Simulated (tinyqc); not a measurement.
Raman shift of the zone-centre optical phonon of a diamond-structure crystal under stress: one step, computed by the program tinyqc. Command: `OMP_NUM_THREADS=1 python tinyqc.py 3020864 3020865 out.jsonl ramanstress walk`. One thread of a shared host (Intel(R) Xeon(R) Processor @ 2.30GHz), about 0.01 s of CPU time with the checks.

Axes x, y, z are the cube axes. Strain shifts the threefold optical mode and can split it; p, q and r are the phonon deformation potentials.

Task: The line seen from a (001) surface. Backscattering from a (001) surface: incident polarisation (cos phi, sin phi, 0). With Raman tensors (R_z)_xy = (R_z)_yx = 1 and cyclic, only the z component u_z of a mode counts: I = u_z^2 sin^2(2 phi) for parallel and u_z^2 cos^2(2 phi) for crossed polarisers. An unresolved line sits at the intensity-weighted shift, which is M_zz/(2 omega_0).

Inputs (values chosen for the exercise, modelled on germanium): stress sigma (tension positive) = 0.41 GPa; polarisation angle phi = 75 degree.

Stress state: biaxial. Axis: [001].

M/(2 omega_0) (1/cm), rows x, y, z:
$$\begin{pmatrix}
-0.878429 & 0.000000 & 0.000000 \\
0.000000 & -0.878429 & 0.000000 \\
0.000000 & 0.000000 & -1.137072
\end{pmatrix}$$

Give: total intensity, parallel; total intensity, crossed; shift of the observed line; shift per stress; stress per shift.

Result:

total intensity, parallel = 0.25

total intensity, crossed = 0.75

shift of the observed line = -1.137 1/cm

shift per stress = -2.773 1/(cm GPa)

stress per shift = -360.6 MPa cm

The z-polarised mode is an eigenmode here, so one line is seen.
